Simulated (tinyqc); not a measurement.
# MOS inversion layer, Poisson-Schroedinger loop: effect of the sheet density of depletion charge

Electrons confined at an insulator interface at z = 0, treated as a hard wall; parabolic valleys, Hartree approximation, no image or exchange terms. The depletion charge lies far deeper than the electrons and gives a uniform field q Nd/(eps0 eps_r); the gate balances all charge. Energies are counted from the band edge at the interface.

Schroedinger equation -(C/mz) psi'' + (V0 + U + dE for set B) psi = E psi, C = hbar^2/(2 m0), psi(0) = 0, on a uniform mesh of 800 nodes with a far wall at 22 nm, 8 levels a set; V0 = q Nd z/(eps0 eps_r); dU/dz = q (Ns - integral of n from 0 to z)/(eps0 eps_r), U(0) = 0; N_k = g md m0 q Vt/(pi hbar^2) ln(1 + exp((EF - E_k)/Vt)), g the number of valleys of the set, sum N_k = Ns. Triangular well: E_k = a_k (C F^2/mz)^(1/3), a_1 = 2.338107, a_2 = 4.087949, C = hbar^2/(2 m0), F in eV/nm. Fang-Howard (all electrons in the lowest level of set A): b^3 = 6 (mz1/C) q (Nd + 11 Ns/32)/(eps0 eps_r), centroid 3/b, level C b^2/(4 mz1) + (3/b) q (Nd + 11 Ns/16)/(eps0 eps_r). The centroid adds 3.9 z_av/eps_r to an oxide-equivalent thickness.

Values chosen for this exercise; masses and permittivity close to those of silicon (100):
```
symbol,value,unit,meaning
T,300,K,temperature
eps_r,11.6,,relative permittivity
mz1,0.927,m0,mass along z of valley set A (2 valley(s))
md1,0.192,m0,in-plane density-of-states mass of set A
mz2,0.192,m0,mass along z of valley set B (4 valley(s))
md2,0.422,m0,in-plane density-of-states mass of set B
Ns,1.3e13,cm^-2,sheet density of electrons
dE,0,eV,extra shift of set B (strain)
```

Constants: q = 1.602176634e-19 C, kB = 1.380649e-23 J/K, hbar = 1.054571817e-34 J s, m0 = 9.1093837015e-31 kg, Vt = kB T/q, eps0 = 8.8541878128e-14 F/cm where lengths are in cm, hbar^2/(2 m0) = 0.0380998212 eV nm^2. Results are converted to the units shown.

Effect of the sheet density of depletion charge:
```
Nd (cm^-2)	A1 (meV)	B1 (meV)	EF (meV)	share of A1 (%)	share of set A (%)	centroid z_av (nm)	added oxide equivalent (nm)	Fang-Howard centroid (nm)
1e11	248	342	298	66.1	73.2	1.99	0.670	1.37
1.7e11	249	343	300	66.5	73.5	1.94	0.652	1.37
3.1e11	251	346	302	67.3	74.1	1.85	0.621	1.35
5.3e11	254	350	306	68.6	74.9	1.74	0.584	1.33
9.4e11	259	358	313	70.9	76.6	1.60	0.536	1.30
1.6e12	267	372	325	74.4	79.2	1.45	0.489	1.25
2.9e12	283	401	346	80.7	84.1	1.28	0.430	1.17
5e12	309	449	380	88.8	90.7	1.10	0.370	1.08
```

As Nd goes from 1e11 to 5e12, A1 rises from 248 to 309 meV, the share of A1 rises from 66.1 to 88.8 % and the centroid falls from 1.99 to 1.10 nm. A1 goes as Nd^(0.16) between the last two rows (a triangular well in the field of that charge alone gives 2/3). The Fang-Howard centroid is 31 % below the full one in the first row, where A1 holds 66.1 %, and 2.0 % below it in the last, where A1 holds 88.8 %.

Computed by the program tinyqc: `OMP_NUM_THREADS=1 python tinyqc.py 2160120 2160121 out.jsonl`, one thread of a shared Intel Xeon 2.30GHz, about 1 s for the whole run.
